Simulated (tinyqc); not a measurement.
Worked calculation: Hubbard ring of 6 sites. One step of it, computed by the program tinyqc.

Question. Mean-field iteration 2. H(up) = T + U n(down), H(down) = T + U n(up); fill the lowest levels; n(new) = n + mixing (n(out) - n); E = tr T (rho up + rho down) + U sum n_up n_down of the output.

one-body matrix (hopping and site energies) (eV), lower triangle:
```
           1          2          3          4          5         6
1   0.000000
2  -1.890000   0.000000
3   0.000000  -1.890000   0.000000
4   0.000000   0.000000  -1.890000   0.000000
5   0.000000   0.000000   0.000000  -1.890000   0.000000
6  -1.890000   0.000000   0.000000   0.000000  -1.890000  0.000000
```

U = 9.000000 eV

electrons, up and down: 2  2

mixing = 0.500000

n(up) after iteration 1: 1 0.531654, 2 0.041359, 3 0.766809, 4 0.026512, 5 0.766807, 6 0.041359

n(down) after iteration 1: 1 0.027109, 2 0.808514, 3 0.038129, 4 0.541108, 5 0.043992, 6 0.715649

Give: levels, up; levels, down; energy; n(up) after iteration 2; n(down) after iteration 2.

Answer.

levels, up (eV): -1.5524  -0.3346  -0.1368  5.8678  7.2643  8.4622

levels, down (eV): -1.5540  -0.3359  -0.1354  5.8131  7.4089  8.3737

energy = -4.6346 eV

n(up) after iteration 2: 1 0.7038, 2 0.0477, 3 0.6247, 4 0.0934, 5 0.5553, 6 0.0622

n(down) after iteration 2: 1 0.0962, 2 0.6054, 3 0.0523, 4 0.7192, 5 0.0552, 6 0.5590
